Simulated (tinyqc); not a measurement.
# Vertical double-diffused power MOSFET, components of the on-resistance: what changes with what

Stripe cells of pitch Wp + a, two channels a cell. Current flows through the channels, spreads in the accumulation layer, passes the gap between the p bodies and spreads at 45 degrees into the drift layer below them. Low drain voltage, full ionisation.

Values chosen for this exercise; bulk values close to those of gallium nitride:
- T = 400 K (temperature)
- eps_r = 9.4 (relative permittivity)
- Kc = 25600 V/cm per (cm^-3)^(1/8) (critical-field constant)
- BV = 900 V (rated breakdown voltage of the drift layer)
- mud = 867 cm^2/(V s) (drift mobility at 300 K)
- bt = 2.4 (temperature exponent of the drift mobility)
- tox = 91 nm (gate oxide thickness (eps_r 3.9))
- Vov = 9 V (gate overdrive)
- mch = 21 cm^2/(V s) (channel mobility)
- mac = 170 cm^2/(V s) (accumulation-layer mobility)
- Lc = 1.1 um (channel length)
- Wp = 3.2 um (width of the p body in one cell, channels included)
- a = 3.7 um (gap between neighbouring p bodies)
- xp = 0.7 um (depth of the p body)
- Nj = 3 (doping of the gap over the drift doping)
- Vbi = 3.05 V (built-in voltage of the body junction)
- Rs = 0.22 mohm cm^2 (substrate and contact resistance)

Constants: q = 1.602176634e-19 C, eps0 = 8.8541878128e-14 F/cm where lengths are in cm. Results are converted to the units shown.

Each table varies one quantity; the others keep the values above.

## On-resistance against the doping of the gap over the drift doping

Triangular field at breakdown with Ec = Kc N^(1/8): BV = eps0 eps_r Ec^2/(2 q N), so N = (eps0 eps_r Kc^2/(2 q BV))^(4/3); W = 2 BV/Ec; mu = mud (T/300 K)^(-bt); rho = 1/(q mu N); ideal resistance rho W. Pitch p = Wp + a, Cox = 3.9 eps0/tox; zero-bias depletion in the gap w0 = sqrt(2 eps0 eps_r Vbi/(q N Nj)), open gap g = a - 2 w0; R_ch = Lc p/(2 mch Cox Vov); R_acc = 0.6 a p/(4 mac Cox Vov), 0.6 being an empirical factor for current leaving the layer along its length; R_gap = (rho/Nj) xp p/g; spreading depth t = min(W, (p - g)/2); R_drift = (rho p/2) ln((g + 2 t)/g) + rho (W - t); R_on = the sum with Rs.

The same in every row: R_ch (mohm cm^2) = 5.291; R_acc (mohm cm^2) = 0.6596; ideal (mohm cm^2) = 0.3881.

Result of one run:
```
Nj	R_gap (mohm cm^2)	R_drift (mohm cm^2)	R_on (mohm cm^2)	largest term
5	0.01759	0.4315	6.620	channel
```

What becomes of these results when the doping of the gap over the drift doping Nj is changed from 5 to 12, all else the same?

Result of the changed run:
```
Nj	R_gap (mohm cm^2)	R_drift (mohm cm^2)	R_on (mohm cm^2)	largest term
12	0.007085	0.4279	6.606	channel
```

The whole series:
```
Nj	R_gap (mohm cm^2)	R_drift (mohm cm^2)	R_on (mohm cm^2)	largest term
1	0.1000	0.4463	6.717	channel
1.5	0.06379	0.4410	6.676	channel
2	0.04663	0.4380	6.656	channel
3	0.03018	0.4347	6.636	channel
5	0.01759	0.4315	6.620	channel
8	0.01078	0.4294	6.611	channel
12	0.007085	0.4279	6.606	channel
```

R_on falls from 6.72 to 6.61 mohm cm^2. The channel term is the largest at Nj = 1 and in all other rows. R_on is 17.3 times the ideal drift resistance in the first row and 17.0 times in the last.

## On-resistance against the gap between neighbouring p bodies

Same model as above.

The same in every row: ideal (mohm cm^2) = 0.38815.

On-resistance against the gap between neighbouring p bodies:
```
a (um)	R_ch (mohm cm^2)	R_acc (mohm cm^2)	R_gap (mohm cm^2)	R_drift (mohm cm^2)	R_on (mohm cm^2)	largest term
0.51	2.8451	0.048885	0.62530	0.70691	4.4462	channel
0.77	3.0445	0.078979	0.16484	0.57458	4.0829	channel
1.2	3.3743	0.13641	0.081325	0.51141	4.3234	channel
1.8	3.8344	0.23253	0.052088	0.47501	4.8140	channel
2.7	4.5246	0.41157	0.037149	0.44946	5.6428	channel
4	5.5216	0.74408	0.028849	0.43161	6.9461	channel
6.1	7.1320	1.4657	0.023474	0.41788	9.2590	channel
9.3	9.5860	3.0035	0.020175	0.40829	13.238	channel
14	13.190	6.2213	0.018149	0.40183	20.052	channel
```

What does the table show?

R_on goes from 4.45 through a minimum of 4.08 (at a = 0.77 among the rows listed) to 20.1 mohm cm^2. The channel term is the largest at a = 0.51 and in all other rows. R_on is 11.5 times the ideal drift resistance in the first row and 51.7 times in the last. A narrow gap chokes the current while a wide one lengthens the pitch and so dilutes the channels, which gives the minimum.

Numbers from tinyqc (`OMP_NUM_THREADS=1 python tinyqc.py 2230134 2230135 out.jsonl`; about 0.01 s on one thread of a shared Intel Xeon 2.30GHz).
